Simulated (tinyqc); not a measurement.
Minority carriers and saturation current of a heavily doped emitter: one step of the calculation.

n-type, parabolic bands, full ionisation. eta = (EF - Ec)/kB T solves N = Nc F12(eta), F12(x) = (2/sqrt(pi)) int_0^infinity sqrt(u)/(1 + exp(u - x)) du. The gap shrinks rigidly by dEg = a3 y^(1/3) + a4 y^(1/4) + a2 y^(1/2), y = N/1e18 cm^-3, an empirical law that is here taken as the true narrowing.

Question. Effective intrinsic density. ni = sqrt(Nc Nv) exp(-Eg/(2 Vt)), Eg in volts; degeneracy factor g = F12(eta) exp(-eta); nie^2 = ni^2 exp(dEg/kB T) g, p0 = nie^2/N; apparent narrowing dEg + kB T ln g.

Parameters, values chosen for the exercise; band and dielectric values close to those of silicon: temperature T = 400 K; band gap Eg = 1.11 eV; conduction-band density of states at 400 K Nc = 4.36e19 cm^-3; valence-band density of states at 400 K Nv = 4e19 cm^-3; ionised donor density N = 9.2e18 cm^-3; coefficient of (N/1e18)^(1/3) a3 = 15.7 meV; coefficient of (N/1e18)^(1/4) a4 = 5.5 meV; coefficient of (N/1e18)^(1/2) a2 = 4.4 meV.

Constants: q = 1.602176634e-19 C, kB = 1.380649e-23 J/K, Vt = kB T/q. Results are converted to the units shown.

converged eta = -1.4814697

Find: ni; dEg; g; apparent narrowing; nie; p0.

Answer.

ni = 4.247e12 cm^-3
dEg = 55.82 meV
g = 0.9283
apparent narrowing = 53.26 meV
nie = 9.196e12 cm^-3
p0 = 9.192e6 cm^-3

Narrowing multiplies p0 by 5.05 and degeneracy by 0.928.

Range of the model: Band tails, non-parabolic bands and incomplete ionisation are left out.

Computed by the program tinyqc: `OMP_NUM_THREADS=1 python tinyqc.py 2330082 2330083 out.jsonl`, one thread of a shared Intel Xeon 2.30GHz, about 0.01 s for the whole run.
